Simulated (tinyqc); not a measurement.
Metal gate on a two-layer dielectric stack with fixed charge and a dipole: one step of the calculation.

Gate, layer 2, layer 1, p-type semiconductor; x runs from the gate inwards. Charges are counted in units of +q. psi is the band bending at the surface, positive towards inversion. Classical charge, Boltzmann statistics, no interface traps.

Problem. Flat-band voltage, term by term. EOT = 3.9 (t1/e1 + t2/e2), Cox = eps0/(t1/e1 + t2/e2); phi_ms = pM - (chi + Eg - Vt ln(Nv/Na)). Vfb = phi_ms + Vd - (q/eps0) [Q1 (t1/e1 + t2/e2) + Q2 t2/e2 + r1 (t1^2/(2 e1) + t1 t2/e2) + r2 t2^2/(2 e2)]: each charge counts with its electrical distance from the gate.

Inputs (values chosen for the exercise); band and dielectric values close to those of silicon, layer 1 close to aluminium oxide, layer 2 close to hafnium oxide: temperature T = 300 K; band gap Eg = 1.11 eV; valence-band density of states at T Nv = 2.65e19 cm^-3; electron affinity chi = 4.08 eV; acceptor density Na = 2.4e16 cm^-3; work function of the gate metal pM = 4.27 eV; thickness of layer 1, next to the semiconductor t1 = 1.5 nm; relative permittivity of layer 1 e1 = 8.74; thickness of layer 2, next to the gate t2 = 3 nm; relative permittivity of layer 2 e2 = 22.3; fixed charge at the semiconductor interface Q1 = 7.9e11 cm^-2; fixed charge between the layers Q2 = -2e12 cm^-2; uniform charge density in layer 1 r1 = 0 cm^-3; uniform charge density in layer 2 r2 = 0 cm^-3; flat-band shift by a dipole layer between the layers Vd = 0 V.

Constants: q = 1.602176634e-19 C, kB = 1.380649e-23 J/K, Vt = kB T/q, eps0 = 8.8541878128e-14 F/cm where lengths are in cm. Results are converted to the units shown.

Give: terms; Vfb.

Solution.

terms (V): phi_ms -0.73886, dipole 0.00000, Q1 -0.04377, Q2 0.04869, r1 0.00000, r2 0.00000
Vfb = -0.73394 V

Apart from phi_ms the largest term is that of Q2, 48.7 mV; all charges and the dipole together move Vfb by 4.92 mV.

Numbers from tinyqc (`OMP_NUM_THREADS=1 python tinyqc.py 2010061 2010062 out.jsonl`; about 0.01 s on one thread of a shared Intel Xeon 2.30GHz).
